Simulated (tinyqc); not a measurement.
Leakage currents through a thin dielectric. From tunnel current density back to voltage V. Computed by tinyqc, a small Python program. Command: `OMP_NUM_THREADS=1 python tinyqc.py 3016282 3016283 out.jsonl leak inv`. One thread of a shared host (Intel(R) Xeon(R) Processor @ 2.30GHz), about 0.2 s of CPU time with the checks.

Electrons leave an electrode with Fermi energy E_F above its band bottom; barriers are counted from the Fermi level, and both electrodes are alike.

Inputs (values chosen for the exercise, modelled on TiO2):
```
quantity                    value  unit
barrier height phi_B        0.629    eV
tunnelling mass m            0.51   m_0
thickness t                   2.4    nm
electrode Fermi energy E_F    4.4    eV
electrode mass m_e            0.5   m_0
temperature T                  77     K
```

Stack: single layer.

Constants: k_B = 8.617333262e-05 eV/K; m_0 = 9.1093837015e-31 kg; e = 1.602176634e-19 C; hbar = 1.054571817e-34 J s; k_B = 1.380649e-23 J/K.

Method:
- Field F = V/t; equivalent oxide thickness 3.9 t/k.
- WKB: a layer of mass m, field F and barrier b(x) = b_0 - e F x gives the exponent (4 sqrt(2 m)/(3 hbar e F)) [b_0^(3/2) - max(b_0 - e F t, 0)^(3/2)] for b_0 > 0; b_0 = barrier - (E - E_F); the transmission is D(E) = exp(-sum of exponents), without image force.
- Tsu-Esaki: J = (e m_e k_B T/(2 pi^2 hbar^3)) int D(E) ln[(1 + exp((E_F - E)/k_B T))/(1 + exp((E_F - eV - E)/k_B T))] dE over the normal energy E (its change with the mass at an interface is neglected) from max(0, E_F - 3 eV) to E_F + largest barrier, by 100 Gauss-Legendre points in each part, split at E_F - 0.3 eV (if inside the range) and E_F + 8 k_B T.
- The mean energy weights E - E_F by the integrand.

Question. A run gave the result below. Find the voltage V, known to lie between 0.35 and 0.68 V.

tunnel current density = 1560.801 A/cm^2

Answer.

Each step takes the trial c = (a f_b - b f_a)/(f_b - f_a), f being the result less the target and a, b, c the logarithms of the listed values; c replaces end b, the old b replaces a if the sign of f changed, and otherwise f_a is halved.

Scan of the range:
```
voltage V (V)  tunnel current density (A/cm^2)
0.350                                   451.98
0.391                                   584.53
0.437                                   784.51
0.488                                  1099.55
0.545                                  1636.60
0.609                                  2657.95
0.680                                  4992.81
```

False position (Illinois rule, in the logarithm of the input) inside the bracket:
```
step     end a     end b     trial  tunnel current density (A/cm^2)
1     0.488000  0.545000  0.536569                          1540.51
2     0.545000  0.536569  0.538338                          1560.11
3     0.545000  0.538338  0.538456                          1561.43
4     0.538338  0.538456  0.538400                          1560.80
5     0.538456  0.538400  0.538400                          1560.80
```

Tunnel current density rises at every point of a 13-point scan of the range (every second point is shown), so one value fits; it is bracketed by 0.488 and 0.545. Answer: voltage V = 0.5384 V.
